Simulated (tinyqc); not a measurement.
Dopant redistribution at a moving silicon-oxide interface during parabolic oxidation: one step, computed by the program tinyqc. Command: `OMP_NUM_THREADS=1 python tinyqc.py 3003514 3003515 out.jsonl segox walk`. One thread of a shared host (Intel(R) Xeon(R) Processor @ 2.30GHz), about 0.01 s of CPU time with the checks.

Uniformly doped silicon is oxidised with x_ox = sqrt(B t); the interface advances into the silicon by alpha x_ox, alpha = 0.44. The dopant does not move in the oxide, and at the interface C(silicon) = m C(oxide).

Question. Interface concentration. With the dopant diffusivity D and s = alpha x_ox/(2 sqrt(D t)), in the silicon C = C_B + (C_s - C_B) erfc(y/(2 sqrt(D t)))/erfc(s), y from the original surface. Dopant balance at the interface gives C_s/C_B = 1/[1 + (1/(m alpha) - 1) g], g = sqrt(pi) s exp(s^2) erfc(s).

Inputs (values chosen for the exercise, modelled on phosphorus in silicon under dry oxygen):
```
quantity,value,unit
oxidation activation energy E_B,1.22,eV
segregation coefficient m = C(silicon)/C(oxide),8.3,-
bulk doping C_B,1.7e+17,1/cm^3
temperature T,975,C
```

s = 0.4410403

Give: g; ratio C_s/C_B; C_s in the silicon; concentration in the oxide.

Answer.

g = 0.5059

ratio C_s/C_B = 1.581

C_s in the silicon = 2.687e+17 1/cm^3

concentration in the oxide = 3.238e+16 1/cm^3

m alpha = 3.652: the oxide rejects dopant, which piles up in the silicon. For a very fast interface the ratio would tend to m alpha. Caution: in this case the oxide is not much thicker than a typical Deal-Grove length A, so real growth is slower than parabolic. Caution: parabolic growth needs an oxide much thicker than the Deal-Grove length A, which fails for thin films and low temperatures; oxidation-enhanced or retarded diffusion is ignored.
